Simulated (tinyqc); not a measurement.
# Small-signal admittance of a forward-biased p+-n diode: two studies

Holes injected into a neutral base of width wb with an ohmic contact at its end; low injection, p0 far above the equilibrium density. A small voltage v exp(i w t), w = 2 pi f, modulates the edge density by p0 v/Vt, and the small-signal density obeys Dp d2p/dx2 = (1/tau + i w) p.

Parameters, values chosen for the exercise; permittivity close to that of silicon: temperature T = 300 K; relative permittivity eps_r = 11.7; donor density of the base Nd = 7.4e16 cm^-3; hole diffusion coefficient Dp = 6.8 cm^2/s; hole lifetime tau = 7e-9 s; width of the neutral base wb = 0.89 um; excess hole density at the junction edge p0 = 1.8e15 cm^-3; acceptor density of the p+ side Na = 1e19 cm^-3; series resistance Rs = 0.00058 ohm cm^2; signal frequency f = 7.1e7 Hz.

Constants: q = 1.602176634e-19 C, kB = 1.380649e-23 J/K, Vt = kB T/q, eps0 = 8.8541878128e-14 F/cm where lengths are in cm. Results are converted to the units shown.

Each table varies one quantity; the others keep the values above.

## Admittance against frequency

L = sqrt(Dp tau); direct current J = (q Dp p0/L) coth(wb/L); k = sqrt(1 + i w tau)/L; diffusion admittance Y = (q Dp p0/Vt) k coth(k wb) = G + i w C_diff; junction capacitance C_j = sqrt(q eps0 eps_r Nd/(2 Vr)) in the depletion approximation, with the remaining barrier Vr = Vt ln(Na/p0), a rough value under forward bias; base-width modulation is left out. Measured admittance 1/[Rs + 1/(Y + i w C_j)].

The same in every row: C_j (uF/cm^2) = 0.16598.

Admittance against frequency:
```
f (Hz)     w tau  G (S/cm^2)  C_diff (uF/cm^2)  measured G (S/cm^2)  measured C (uF/cm^2)  phase of the measured Y (degrees)
9e5     0.039584      899.09           0.32377               590.94               0.21157                            0.11600
4e6      0.17593      899.11           0.32377               590.97               0.21156                            0.51549
2e7      0.87965      899.48           0.32373               591.73               0.21137                             2.5702
7e7       3.0788      903.82           0.32326               600.51               0.20918                             8.7105
3e8       13.195      982.52           0.31472               736.54               0.17540                             24.174
1e9       43.982      1555.5           0.25439               1174.3              0.070472                             20.659
5e9       219.91      3654.4           0.11573               1575.1             0.0078079                             8.8518
2e10      879.65      7295.9          0.057993               1693.4             7.6219e-4                             3.2372
8e10      3518.6       14586          0.029009               1719.2             5.8712e-5                            0.98344
```

G starts at J/Vt = 899 S/cm^2 and C_diff at (J tau/(2 Vt))(1 - 2 x/sinh 2x) = 0.324 uF/cm^2, x = wb/L = 0.408. Between the last two rows G goes as f^(0.50) and C_diff as f^(-0.50); the limits are 1/2 and -1/2, reached when the signal penetrates only sqrt(Dp/w). The measured C is 57 % below C_diff + C_j in the first row and 100 % below it in the last, the difference being due to Rs.

## Effect of the width of the neutral base

Same model as above.

The same in every row: w tau = 3.123; C_j (uF/cm^2) = 0.1660.

Effect of the width of the neutral base:
```
wb (um)  G (S/cm^2)  C_diff (uF/cm^2)  measured G (S/cm^2)  measured C (uF/cm^2)  phase of the measured Y (degrees)
0.11           6902           0.04089                 1380              0.008263                             0.1531
0.22           3460           0.08170                 1151               0.02738                             0.6081
0.43           1787            0.1591                879.1               0.07822                              2.273
0.85          941.4            0.3094                615.9                0.1976                              8.146
1.7           562.3            0.5740                450.6                0.4122                              22.20
3.3           495.8            0.8147                435.1                0.5694                              30.28
6.6           508.7            0.8321                443.7                0.5724                              29.92
13            508.6            0.8320                443.6                0.5723                              29.92
```

As wb goes from 0.11 to 13, G moves up and down between 496 and 6900 S/cm^2, C_diff rises from 0.0409 to 0.832 uF/cm^2 and the measured C rises from 0.00826 to 0.572 uF/cm^2. C_diff exceeds C_j for wb = 0.85, 1.7, 3.3, 6.6, 13.

Numbers from tinyqc (`OMP_NUM_THREADS=1 python tinyqc.py 2890108 2890109 out.jsonl`; about 0.01 s on one thread of a shared Intel Xeon 2.30GHz).
